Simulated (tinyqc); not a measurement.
Conduction-band offset of an n-N heterojunction from carrier-profile moments: two steps of the calculation.

Layer 1 (x < 0) accumulates electrons and layer 2 (x > 0) is depleted. Boltzmann statistics. The bands bend down by V1 in layer 1 and up by V2 in layer 2, with V1 + V2 = VD = dE + Vt ln[(N2/Nc2)/(N1/Nc1)].

Inputs (values chosen for the exercise); values of the order of III-V alloys: temperature T = 300 K; relative permittivity of both layers eps_r = 13; density of states of the narrow-gap layer 1 Nc1 = 5.3e17 cm^-3; density of states of the wide-gap layer 2 Nc2 = 1.4e18 cm^-3; conduction-band offset dE = 0.29 eV; donor density in layer 1 N1 = 2.4e16 cm^-3; donor density in layer 2 N2 = 4.2e16 cm^-3; fixed charge at the interface si = 0 cm^-2.

Constants: q = 1.602176634e-19 C, kB = 1.380649e-23 J/K, Vt = kB T/q, eps0 = 8.8541878128e-14 F/cm where lengths are in cm. Results are converted to the units shown.

Task 1. Division of the diffusion potential. Sheet densities from the first integral: Q1 = sqrt((2 eps0 eps_r Vt N1/q)(exp(u1) - u1 - 1)) extra electrons, Q2 = sqrt((2 eps0 eps_r Vt N2/q)(exp(-u2) + u2 - 1)) missing ones, u = V/Vt; neutrality Q1 = Q2 + si. Q1 - Q2 rises steadily with V1, so V1 follows by bisection.

Wanted: VD; V1; V2; Q1; n at x = 0-; n at x = 0+.

Result 1.

VD = 0.27936 V
V1 = 0.071803 V
V2 = 0.20755 V
Q1 = 3.3115e11 cm^-2
n at x = 0- = 3.8587e17 cm^-3
n at x = 0+ = 1.3693e13 cm^-3

n drops across the interface by 28200 = (Nc1/Nc2) exp(dE/Vt).

Task 2. Offset from the moments. A C-V profile smears n(x) but keeps its zeroth and first moments: si = -int (N - n) dx, VD = (q/(eps0 eps_r)) int (N - n) x dx, dE = VD - Vt ln[(N2/Nc2)/(N1/Nc1)]. Use the trapezoidal rule on each side.

-x, left point 0 to 9 (nm): [0, 0.643, 3.9, 11.2, 23.6, 42.2, 67.9, 101, 143, 195]
x, right point 0 to 9 (nm): [0, 13, 32, 54.2, 78.8, 105, 133, 163, 194, 226]
n in layer 1, left point 0 to 9 (cm^-3): [3.85870e17, 3.45408e17, 2.16937e17, 1.09055e17, 5.73900e16, 3.63083e16, 2.80932e16, 2.51559e16, 2.42492e16, 2.40382e16]
n in layer 2, right point 0 to 9 (cm^-3): [1.36933e13, 1.14873e14, 1.29803e15, 8.21983e15, 2.30377e16, 3.49017e16, 3.99515e16, 4.14956e16, 4.18838e16, 4.19746e16]

Give: si; VD; dE.

Result 2.

si = 2.411e10 cm^-2
VD = 0.2779 V
dE = 0.2885 eV

On these few points dE comes out -1.5 meV from the true 0.29 eV, and si misses by 2.4e10 cm^-2, 7.3 % of Q1.

Computed by the program tinyqc: `OMP_NUM_THREADS=1 python tinyqc.py 2410023 2410024 out.jsonl`, one thread of a shared Intel Xeon 2.30GHz, about 0.07 s for the whole run.
